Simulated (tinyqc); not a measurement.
Inside a calculation: type-II superlattice in the two-band Kane model. Values are carried at full precision from step to step, so a last printed digit may differ when a step is redone from the rounded ones.

Motion along the axis, period d = a + b, c = hbar^2/2m0. Conduction and light-hole bands couple: (E - Ec)(E - Ev) = Ep c k^2 in each layer, with mass m(E) = (E - Ev)/Ep, which may be negative. The conduction envelope psi and psi'/m(E) are continuous; a layer carries them by [[cos kt, (m/k) sin kt], [-(k/m) sin kt, cos kt]] (cosh and sinh for k^2 < 0), and cos(q d) = tr(M_B M_A)/2. C1 is the first miniband above EvB, with its bottom at tr/2 = +1 and its top at -1; the gap is the bottom of C1 less the top heavy-hole level HH1.

Constants: hbar^2/2m0 = 3.80998211 eV angstrom^2; hc = 1239.841984 eV nm.

Values chosen for the exercise (near those of an InAs/GaSb superlattice; the results hold for these values, not for the real material): a = 47 angstrom (layer A); b = 36 angstrom (layer B); EcA = 0 eV (conduction edge of A); EvA = -0.419 eV (valence edge of A); EcB = 0.967 eV (conduction edge of B); EvB = 0.164 eV (valence edge of B); EpA = 14.1 eV (coupling energy in A); EpB = 18.3 eV (coupling energy in B); E = 0.263 eV (trial energy); mhA = 0.34 m0 (heavy hole in A); mhB = 0.26 m0 (heavy hole in B).

## Wave numbers and masses at one energy

Give k^2 and m(E) in both layers.

Layers:

| layer | k^2 (1/angstrom^2) | m(E) (m0) |
|---|---|---|
| A | 0.0033389 | 0.04837 |
| B | -0.00099962 | 0.00541 |

In B the decay constant is 0.0316 1/angstrom; across the gap of B it peaks at mid-gap, at 0.0481, and vanishes at both edges.

## Transfer matrices

Form M_A, M_B and half the trace of their product.

M_A (angstrom units):
```
          1         2
1  -0.91071   0.34575
2  -0.49344  -0.91071
```

M_B (angstrom units):
```
        1        2
1  1.7208  0.23961
2  8.1842   1.7208
```

tr/2 = -0.2114

E lies in a miniband.

## Edges and effective gap

Heavy holes are uncoupled: with e = EvB - E, p = sqrt(mhB e/c), w = sqrt(mhA (EvB - EvA - e)/c), the top level HH1 at q = 0 solves (p/mhB) tan(p b/2) = (w/mhA) tanh(w a/2).

C1 is the first miniband above EvB: bottom at tr/2 = +1, top at -1. The gap is its bottom less HH1; cut-off wavelength hc/gap.

bottom of C1 = 0.2284 eV
top of C1 = 0.2863 eV
HH1 = 0.1001 eV
gap = 0.1284 eV
cut-off = 9.66 micrometre

The bulk edges overlap by 164 meV; confinement lifts the electrons by 228 meV and lowers the holes by 64 meV, which opens the gap. It is 0.31 of the smaller bulk gap.

## Electron mass along the axis

m_z = -2 c f'/d^2 with f = tr/2 differentiated at the bottom of C1 (central difference of 1e-6 eV); compare the bulk edge mass (EcA - EvA)/EpA.

f' = -34.73 1/eV
m_z = 0.0384 m0
bulk edge mass of A = 0.0297 m0

## Checks

- Bottom of C1 from the two-band matrix on a staggered grid of 0.5 angstrom against the transfer matrix, eV: both 0.228.

Computed by tinyqc, a small Python program: `OMP_NUM_THREADS=1 python tinyqc.py 1252628 1252629 out.jsonl` (the numbers bound the seed that draws the inputs); one thread of a shared host (Intel(R) Xeon(R) Processor @ 2.30GHz), about 0.04 s for the whole set of steps.
